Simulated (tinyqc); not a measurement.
Inside a calculation. Method: Hubbard ring of 4 sites. One step of it, computed by the program tinyqc.

Question. Mean-field iteration 1. H(up) = T + U n(down), H(down) = T + U n(up); fill the lowest levels; n(new) = n + mixing (n(out) - n); E = tr T (rho up + rho down) + U sum n_up n_down of the output.

one-body matrix (hopping and site energies) (eV):
```
,1,2,3,4
1,0.000000,-1.090000,0.000000,-1.090000
2,-1.090000,0.000000,-1.090000,0.000000
3,0.000000,-1.090000,0.000000,-1.090000
4,-1.090000,0.000000,-1.090000,0.000000
```

U = 7.200000 eV

electrons, up and down: 1  1

mixing = 0.200000

n(up) at the start (a guess, not normalised): 1 0.550000, 2 0.000000, 3 0.550000, 4 0.000000

n(down) at the start (a guess): 1 0.000000, 2 0.550000, 3 0.000000, 4 0.550000

Give: levels, up; levels, down; energy; n(up) after iteration 1; n(down) after iteration 1.

Answer.

levels, up (eV): -0.9650  0.0000  3.9600  4.9250

levels, down (eV): -0.9650  0.0000  3.9600  4.9250

energy = -2.2411 eV

n(up) after iteration 1: 1 0.5236, 2 0.0164, 3 0.5236, 4 0.0164

n(down) after iteration 1: 1 0.0164, 2 0.5236, 3 0.0164, 4 0.5236
